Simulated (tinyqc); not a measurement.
Three-phonon processes in a diatomic chain: dispersion, energy and momentum conservation, and decay channels of optical phonons: one step, computed by the program tinyqc.

Cell length a, two atoms, one spring constant. x = q a/pi runs from -1 to 1; A and O are the acoustic and optical branches. Matrix elements are not computed: only conservation laws and occupation factors are followed.

Question. Dispersion. omega^2 = k (1/m + 1/M) -/+ k sqrt((1/m + 1/M)^2 - 4 sin^2(pi x/2)/(m M)); nu = 15.6333042 THz x sqrt(omega^2) for eV/(angstrom^2 u).

Inputs (values chosen for the exercise, for a model chain): light mass m = 28.1 u; heavy mass M = 49.2 u; spring constant k = 3.4 eV/angstrom^2.

Constants: nu for 1 eV/(angstrom^2 u) = 15.6333042 THz.

Give: the table «Branches» with the columns nu_A (THz), nu_O (THz), for x = 0.10, 0.20, 0.35, 0.50, 0.65, 0.80, 0.90, 1.00.

Answer.

Branches:

| x | nu_A (THz) | nu_O (THz) |
|---|---|---|
| 0.10 | 0.727 | 9.612 |
| 0.20 | 1.449 | 9.530 |
| 0.35 | 2.509 | 9.307 |
| 0.50 | 3.522 | 8.973 |
| 0.65 | 4.459 | 8.546 |
| 0.80 | 5.264 | 8.075 |
| 0.90 | 5.655 | 7.807 |
| 1.00 | 5.812 | 7.690 |
